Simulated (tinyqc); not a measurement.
# p-n heterojunction, non-linear Poisson equation by Newton steps, Fermi-Dirac statistics, step by step

Computed by the program tinyqc: `OMP_NUM_THREADS=1 python tinyqc.py 2040010 2040011 out.jsonl`, one thread of a shared Intel Xeon 2.30GHz, about 0.1 s for the whole run. Printed values are rounded.

One dimension, material 1 (p-type) at x < 0 and material 2 (n-type) at x > 0. Band edges: Ec = -psi in material 1 and -psi + dEc in material 2, Ev = Ec - Eg. Flat quasi-Fermi levels: 0 for holes, +V for electrons. n = Nc F((EFn - Ec)/Vt), p = Nv F((Ev - EFp)/Vt), with F(eta) = F_1/2(eta) = (2/sqrt(pi)) int_0^infinity sqrt(u) du/(1 + exp(u - eta)) (Fermi-Dirac statistics); full ionisation, no interface charge, classical densities; the doping types are chosen for the exercise.

Values chosen for this exercise; band and dielectric values those of a made-up pair:
- T = 300 K (temperature)
- Eg1 = 1.1 eV (band gap of material 1)
- er1 = 13.6 (relative permittivity of material 1)
- Nc1 = 2.03e19 cm^-3 (conduction-band density of states of material 1)
- Nv1 = 1.05e19 cm^-3 (valence-band density of states of material 1)
- Eg2 = 0.984 eV (band gap of material 2)
- er2 = 11.6 (relative permittivity of material 2)
- Nc2 = 2.78e19 cm^-3 (conduction-band density of states of material 2)
- Nv2 = 2.65e19 cm^-3 (valence-band density of states of material 2)
- dEc = 0.02 eV (conduction-band offset Ec2 - Ec1)
- N1 = 8.8e16 cm^-3 (acceptor density of material 1)
- N2 = 1.5e18 cm^-3 (donor density of material 2)
- V = 0.24 V (bias of side 1 against side 2)

Constants: q = 1.602176634e-19 C, kB = 1.380649e-23 J/K, Vt = kB T/q, eps0 = 8.8541878128e-14 F/cm where lengths are in cm. Results are converted to the units shown.

## Offsets and end potentials

dEv = Ev1 - Ev2 = Eg2 - Eg1 - dEc. Neutrality of the majority carriers far from the junction: Nv1 F((-psi_L - Eg1)/Vt) = N1 and Nc2 F((V + psi_R - dEc)/Vt) = N2. Total bending psi_R - psi_L.

dEv = -0.136 eV
psi_L = -0.9764577 V
psi_R = -0.2949839 V
psi_R - psi_L = 0.6814737 V

The alignment is staggered (type II): dEc and dEv have opposite signs.

## Permittivity of the intervals

```
node,x (nm)
0,-258
1,-117
2,-52.1
3,-21.9
4,-7.97
5,-1.5
6,1.5
7,5.03
8,9.2
9,14.1
10,19.9
11,26.7
12,34.7
```

er1 or er2; the interface lies midway in its interval, which gets the series value 2 er1 er2/(er1 + er2).

```
interval,eps_r
0,13.6
1,13.6
2,13.6
3,13.6
4,13.6
5,12.52063
6,11.6
7,11.6
8,11.6
9,11.6
10,11.6
11,11.6
```

## Couplings between neighbouring nodes

a_i = eps0 eps_r/h_i for the interval from node i to i + 1, with h_i = x_(i+1) - x_i in cm.

```
interval,coupling a_i (F/cm^2)
0,8.540210e-8
1,1.855423e-7
2,3.987316e-7
3,8.644433e-7
4,1.861158e-6
5,3.695335e-6
6,2.909591e-6
7,2.463035e-6
8,2.096093e-6
9,1.770838e-6
10,1.510420e-6
11,1.283857e-6
```

## Starting potential

```
node,material
0,1
1,1
2,1
3,1
4,1
5,1
6,2
7,2
8,2
9,2
10,2
11,2
12,2
```

A straight line in x from psi_L to psi_R.

```
node,psi at the start (V)
0,-0.9764577
1,-0.6481769
2,-0.4970745
3,-0.4267619
4,-0.3943296
5,-0.3792660
6,-0.3722813
7,-0.3640626
8,-0.3543539
9,-0.3429455
10,-0.3294418
11,-0.3136098
12,-0.2949839
```

## Iteration 1: densities, residual and Jacobian diagonal

n_i = Nc F(a_n), a_n = (V - Ec_i)/Vt; p_i = Nv F(a_p), a_p = (Ec_i - Eg)/Vt; rho_i = p_i - n_i + C_i with C = -N1 or +N2; g_i = (Nc F'(a_n) + Nv F'(a_p))/Vt with F' = F_-1/2(eta) = (1/sqrt(pi)) int_0^infinity u^(-1/2) du/(1 + exp(u - eta)). Box widths w_i = (h_(i-1) + h_i)/2 in cm. Residual F_i = a_i (psi_(i+1) - psi_i) - a_(i-1) (psi_i - psi_(i-1)) + q rho_i w_i; Jacobian: a_(i-1) and a_i beside the diagonal, b_i = -a_(i-1) - a_i - q g_i w_i on it. The two end nodes are fixed.

```
node,n (cm^-3),p (cm^-3)
0,8.620884e6,8.8e16
1,2.821153e12,2.697084e11
2,9.745998e14,7.807060e8
3,1.478843e16,5.143839e7
4,5.181796e16,1.467064e7
5,9.273193e16,8.192012e6
6,7.680823e16,3.039547e9
7,1.055156e17,2.211777e9
8,1.535151e17,1.519294e9
9,2.384152e17,9.772152e8
10,4.011331e17,5.796118e8
11,7.368866e17,3.141750e8
12,1.5e18,1.528519e8
```

```
node,residual F (C/cm^2),diagonal b (F/cm^2)
1,-1.451550e-7,-2.711416e-7
2,-6.778396e-8,-6.129940e-7
3,-3.633779e-8,-1.465351e-6
4,-2.284933e-8,-3.052871e-6
5,-1.593595e-8,-5.828178e-6
6,7.255083e-8,-6.760195e-6
7,8.601710e-8,-5.624054e-6
8,9.783386e-8,-4.989752e-6
9,1.081386e-7,-4.655046e-6
10,1.109165e-7,-4.839505e-6
11,9.047554e-8,-6.142394e-6
```

## Iteration 1: Newton step

Solve the tridiagonal system a_(i-1) d_(i-1) + b_i d_i + a_i d_(i+1) = -F_i for nodes 1 to 11, with d = 0 on fixed nodes. The full step is added.

```
node,"Newton step d (V)"
1,-0.8755228
2,-0.4971139
3,-0.1868359
4,-0.0453788
5,0.0246206
6,0.0659984
7,0.0971373
8,0.1089144
9,0.0984543
10,0.0688238
11,0.0316535
```

```
node,psi after iteration 1 (V)
0,-0.976458
1,-1.523700
2,-0.994188
3,-0.613598
4,-0.439708
5,-0.354645
6,-0.306283
7,-0.266925
8,-0.245439
9,-0.244491
10,-0.260618
11,-0.281956
12,-0.294984
```

## Iteration 2: densities, residual and Jacobian diagonal

As before.

```
node,n (cm^-3),p (cm^-3)
0,8.620884e6,8.8e16
1,0.005524473,5.264968e20
2,4.341979e6,1.742154e17
3,1.074803e13,7.079330e10
4,8.963435e15,8.487483e7
5,2.397316e17,3.160697e6
6,9.753753e17,2.366380e8
7,4.286568e18,5.163048e7
8,9.243976e18,2.248850e7
9,9.552162e18,2.167861e7
10,5.394810e18,4.045277e7
11,2.452976e18,9.234552e7
12,1.5e18,1.528519e8
```

```
node,residual F (C/cm^2),diagonal b (F/cm^2)
1,8.684252e-4,-0.003055840
2,1.191887e-7,-5.688315e-6
3,-3.254956e-8,-1.263323e-6
4,-7.847698e-9,-2.782255e-6
5,-4.462817e-9,-6.257065e-6
6,-3.675753e-8,-8.554422e-6
7,-2.334803e-7,-1.507393e-5
8,-6.136001e-7,-2.782931e-5
9,-7.207481e-7,-3.213690e-5
10,-3.968030e-7,-2.299931e-5
11,-9.748166e-8,-1.370446e-5
```

## Iteration 2: Newton step

As before.

```
node,"Newton step d (V)"
1,0.2841871
2,0.0276102
3,-0.0372725
4,-0.0295528
5,-0.0226503
6,-0.0222602
7,-0.0240465
8,-0.0260765
9,-0.0252196
10,-0.0198051
11,-0.0092959
```

```
node,psi after iteration 2 (V)
0,-0.976458
1,-1.239513
2,-0.966578
3,-0.650870
4,-0.469261
5,-0.377296
6,-0.328543
7,-0.290972
8,-0.271516
9,-0.269711
10,-0.280423
11,-0.291252
12,-0.294984
```

## Course of the Newton iteration

Stop when the largest undamped |d| is below 1e-9 V, or after 25 iterations.

Course of the iteration:
```
iteration,largest |F| (C/cm^2),largest |d| (V),at node
1,1.45e-7,0.876,1
2,8.68e-4,0.284,1
3,1.70e-4,0.0987,1
4,3.88e-5,0.0451,1
5,1.15e-5,0.0316,1
6,3.89e-6,0.0272,1
7,1.36e-6,0.0246,1
8,4.65e-7,0.0209,1
9,1.43e-7,0.0141,1
10,3.18e-8,5.30e-3,1
11,2.93e-9,5.96e-4,1
12,3.21e-11,6.67e-6,1
13,3.97e-15,8.25e-10,1
```

Converged in 13 iterations. Once the step is below 0.1 Vt, 2 more iteration(s) reach the threshold: near the solution the error is roughly squared each time.

## Band edges, densities and displacement

```
node,converged psi (V)
0,-0.9764577
1,-0.9715303
2,-0.8338353
3,-0.6023023
4,-0.4595108
5,-0.3850962
6,-0.3442908
7,-0.3153643
8,-0.3015051
9,-0.2966425
10,-0.2953195
11,-0.2950371
12,-0.2949839
```

Ec, Ev, n and p as defined; D = a_k (psi_(k+1) - psi_k) on the interval that holds the interface.

```
node,Ec (eV),Ev (eV),n (cm^-3),p (cm^-3)
0,0.9764577,-0.1235423,8.620884e6,8.8e16
1,0.9715303,-0.1284697,1.043105e7,7.276609e16
2,0.8338353,-0.2661647,2.145368e9,3.546617e14
3,0.6023023,-0.4976977,1.663737e13,4.573371e10
4,0.4595108,-0.6404892,4.167209e15,1.825763e8
5,0.3850962,-0.7149038,7.403325e16,1.026442e7
6,0.3642908,-0.6197092,2.263606e17,1.029413e9
7,0.3353643,-0.6486357,6.889545e17,3.362376e8
8,0.3215051,-0.6624949,1.170466e18,1.967075e8
9,0.3166425,-0.6673575,1.408425e18,1.629797e8
10,0.3153195,-0.6686805,1.481015e18,1.548487e8
11,0.3150371,-0.6689629,1.496978e18,1.531664e8
12,0.3149839,-0.6690161,1.5e18,1.528519e8
```

D = 150.7897 nC/cm^2

## Check against the first integral

Exact first integral: on each side D^2/(2 eps0 er) = G, G = q [Vt (nI_j - nI_b) + Vt (pI_j - pI_b) - C (psi_j - psi_b)], with C = -N1 or +N2, b the neutral end of that side, and nI, pI the densities with F_1/2 replaced by F_3/2(eta) = (4/(3 sqrt(pi))) int_0^infinity u^(3/2) du/(1 + exp(u - eta)). D is continuous, so er1 G1(psi_j) = er2 G2(psi_j) fixes psi_j. Ends from Nv1 F((-psi_L - Eg1)/Vt) = N1 and Nc2 F((V + psi_R - dEc)/Vt) = N2. D is counted positive when psi rises towards material 2.

psi_j = -0.3631024 V
D = 147.2293 nC/cm^2
psi_j - psi_L = 0.6133553 V
psi_R - psi_j = 0.06811840 V
Ec1 - EFn at the interface = 0.1231024 eV
Ec2 - EFn at the interface = 0.1431024 eV

Material 1 takes 90.0 % of the bending. The 13-node mesh gave D = 150.8 nC/cm^2, 2.4 % above the exact value in size.
